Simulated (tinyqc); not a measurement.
From results back to parameters: thin (001) film in sp3s* tight binding with raised dangling bonds. Three cases, with inputs chosen for the exercise.

Problem. The gap of a passivated film (lowest level above mid-gap less highest below, mid-gap being half the lower bulk edge) belongs to a hidden number of planes between 6 and 45.

Planes alternate anion (a), cation (c) along [001], a/4 apart, starting with an anion; zero in-plane momentum; levels counted from the bulk Ev, the lower root of [[Epa, Vxx], [Vxx, Epc]]; no spin-orbit coupling. Block of s, pz, s*: from an anion to the cation above, Vss/2 (s,s), Vsapc/2 (s,z), -Vscpa/2 (z,s), Vxx/2 (z,z), Vxapc/2 (s*,z), -Vpaxc/2 (z,s*); to the cation below the same with the s-z and s*-z signs reversed. Block of u = (px + py)/sqrt2 and v = (px - py)/sqrt2: to the cation above (Vxx + Vxy)/2 for u and (Vxx - Vxy)/2 for v, to the cation below the reverse. Each surface atom has two dangling sp3 hybrids; raising both by dl adds (dl/2) [[1, t], [t, 1]] to its s, pz levels (t = -1 at the bottom face, +1 at the top) and dl to the one of u, v in whose plane the missing bonds lie (v for a bottom anion or a top cation, u for a top anion).

Case 1.

Values chosen (out of a larger set: near a published set for InAs, fitted to gaps, whose masses and valley positions are rough; not measured data): p = (-9.48, 0.91, -2.751, 3.756, 7.38, 6.72, -5.647, 1.825, 4.448, 3.031, 5.382, 3.389, 3.904) eV (order Esa, Epa, Esc, Epc, Exa, Exc, Vss, Vxx, Vxy, Vsapc, Vscpa, Vxapc, Vpaxc); dp = 30 eV (value of dl for the passivated films); a = 6.059 angstrom (lattice constant).

edges (eV): Gamma 0.4390, Delta 2.2646

gap of the film = 0.7393 eV

Case 2.

Values chosen (out of a larger set: near a published set for Si, fitted to gaps, whose masses and valley positions are rough; not measured data): p = (-4.222, 1.705, -4.222, 1.705, 6.698, 6.698, -8.268, 1.702, 4.611, 5.696, 5.696, 5.348, 5.348) eV (order Esa, Epa, Esc, Epc, Exa, Exc, Vss, Vxx, Vxy, Vsapc, Vscpa, Vxapc, Vpaxc); dp = 30 eV (value of dl for the passivated films); a = 5.436 angstrom (lattice constant).

edges (eV): Gamma 3.4040, Delta 1.1680

gap of the film = 1.2784 eV

Case 3.

Values chosen (out of a larger set: near a published set for SiC, fitted to gaps, whose masses and valley positions are rough; not measured data): p = (-8.389, 2.109, -4.879, 4.362, 9.636, 9.367, -12.453, 3.027, 5.898, 9.417, 9.272, 8.777, 4.403) eV (order Esa, Epa, Esc, Epc, Exa, Exc, Vss, Vxx, Vxy, Vsapc, Vscpa, Vxapc, Vpaxc); dp = 30 eV (value of dl for the passivated films); a = 4.363 angstrom (lattice constant).

edges (eV): Gamma 5.9364, Delta 2.2498

gap of the film = 2.3041 eV

Find: N; thickness N a/4.

Solution.

Case 1.

N = 16
thickness N a/4 = 24.24 angstrom

Computing the films in turn gives 0.7383, 0.7393 and 0.6928 eV for N = 15, 16 and 17; no other N in the range comes within 1 meV.

Case 2.

N = 24
thickness N a/4 = 32.62 angstrom

Computing the films in turn gives 1.2937, 1.2784 and 1.2752 eV for N = 23, 24 and 25; no other N in the range comes within 1 meV.

Case 3.

N = 30
thickness N a/4 = 32.72 angstrom

Computing the films in turn gives 2.3095, 2.3041 and 2.3024 eV for N = 29, 30 and 31; no other N in the range comes within 1 meV.

Computed by tinyqc, one run a case: `OMP_NUM_THREADS=1 python tinyqc.py N N+1 out.jsonl` with N = 1482283, 1482362, 1482366; one thread of a shared Intel(R) Xeon(R) Processor @ 2.30GHz, about 0.4 s a run at most.
